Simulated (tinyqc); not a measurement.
Phonon transmission through an interface between two chains by Green functions: one step, computed by the program tinyqc. Command: `OMP_NUM_THREADS=1 python tinyqc.py 3010690 3010691 out.jsonl agf walk`. One thread of a shared host (Intel(R) Xeon(R) Processor @ 2.30GHz), about 0.01 s of CPU time with the checks.

Two semi-infinite chains (masses m_1, m_2; springs k_1, k_2), motion along the chain. The central region holds the end atom of each chain and one interlayer atom of mass m_b, joined by springs k_b. lambda = omega^2 in eV/(angstrom^2 u); nu = 15.6333042 THz x sqrt(lambda).

Problem. Self-energies and the matrix at the probe frequency. In chain i, sin(q_i a/2) = nu/nu_max,i. An outgoing wave makes the next atom move as exp(i q_i a) times the end atom, so the lead adds the self-energy Sigma_i = -k_i exp(i q_i a) to the force-constant matrix; Gamma_i = -2 Im Sigma_i = 2 k_i sin(q_i a). A = lambda M - K - Sigma over the central atoms, with K_ii the sum of the springs at i, K_(i,i+1) = -k_b; G = inverse of A; transmission = Gamma_1 Gamma_2 |G_(first,last)|^2.

Inputs (values chosen for the exercise, for two model chains): mass m_1 = 16 u; spring k_1 = 7.89 eV/angstrom^2; mass m_2 = 39.8 u; spring k_2 = 10.3 eV/angstrom^2; junction spring k_b = 4.1 eV/angstrom^2; interlayer mass m_b = 16.3 u.

Atoms in the interlayer: one.

probe frequency = 3.340236 THz

band top of chain 1 = 21.95631 THz

band top of chain 2 = 15.90589 THz

Constants: nu for 1 eV/(angstrom^2 u) = 15.6333042 THz.

Give: q_1 a; q_2 a; Gamma_1; Gamma_2; A (complex symmetric).

Solution.

q_1 a = 0.3054 rad

q_2 a = 0.4231 rad

Gamma_1 = 4.745 eV/angstrom^2

Gamma_2 = 8.459 eV/angstrom^2

A (complex symmetric) (eV/angstrom^2), rows end of 1, layer 1, end of 2:
```
[[-3.735+2.373i, 4.100, 0.000],
 [4.100, -7.456, 4.100],
 [0.000, 4.100, -3.192+4.230i]]
```
